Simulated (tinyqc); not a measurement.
# Inputs raised by 2 %, one at a time

Model: donor or exciton in a quantum well (variational effective-mass method). Computed by tinyqc, a small Python program. Command: `OMP_NUM_THREADS=1 python tinyqc.py 3012845 3012846 out.jsonl welldonor sens`. One thread of a shared host (Intel(R) Xeon(R) Processor @ 2.30GHz), about 0.1 s of CPU time with the checks.

H = -nabla^2 - 2/|r - r_i| + V(z) in effective units; trial function psi = f(z) exp(-|r - r_i|/lambda), f the ground state of the well. Mass and screening are the same in well and barrier; l = L/a* is the width in effective units. Bands are flat: no polarisation or applied field.

Inputs (values chosen for the exercise, for a model semiconductor):
```
quantity                              value  unit
electron mass m                       0.093   m_0
dielectric constant eps                14.9     -
well width L                             17    nm
donor position z_i/L from the centre    0.1     -
```

Centre: donor. Barriers: infinite.

Constants: Ry = 13.605693123 eV; a_0 = 0.529177210903 angstrom.

Method:
- Ry* = Ry m/eps^2, a* = a_0 eps/m; l = L/a*.
- k = pi/l; f = cos(k z) inside and zero outside; subband energy k^2 Ry*.
- Binding E_b(lambda) = -1/lambda^2 + 4 A/(lambda B), with A = int f^2 exp(-2 s/lambda) dz, B = int f^2 exp(-2 s/lambda)(1 + 2 s/lambda) dz and s = |z - z_i|; 40 Gauss-Legendre points on each piece between the walls at z = -l/2 and l/2 and z_i.
- Golden-section search for the maximum over lambda from 0.3 to 4, 40 steps.

Runs:
```
input moved                            from       to  binding energy (meV)  radius lambda a* (nm)  binding in Ry*  subband energy (meV)
base run                                  -        -                9.6828                 8.1459          1.6989                13.991
electron mass m (m_0)                 0.093  0.09486                9.8058                 8.0149          1.6868                13.716
dielectric constant eps                14.9   15.198                9.3738                 8.2787          1.7111                13.991
well width L (nm)                        17    17.34                9.6135                 8.1752          1.6868                13.447
donor position z_i/L from the centre    0.1    0.102                9.6675                 8.1517          1.6962                13.991
```

Exponents ln(y'/y) / ln(x'/x):
```
input                                 binding energy  radius lambda a*  binding in Ry*  subband energy
electron mass m                                0.638            -0.819          -0.362              -1
dielectric constant eps                       -1.638             0.816           0.362               0
well width L                                  -0.362             0.181          -0.362              -2
donor position z_i/L from the centre          -0.080             0.036          -0.080               0
```

Which inputs matter most for each result?

Among the inputs moved here: binding energy answers most in size to dielectric constant eps (exponent -1.638), next to electron mass m (+0.638). Radius lambda a* answers most in size to electron mass m (exponent -0.819), and about equally to dielectric constant eps (+0.816). Binding in Ry* answers most in size to electron mass m (exponent -0.362), and about equally to dielectric constant eps (+0.362), well width L (-0.362). Subband energy answers most in size to well width L (exponent -2.000), next to electron mass m (-1.000); its exponent is below 0.0005 for dielectric constant eps, donor position z_i/L from the centre. Its exponent -1.000 in electron mass m: an infinite well, E as 1/m. Its exponent -2.000 in well width L: an infinite well, E as 1/L^2.
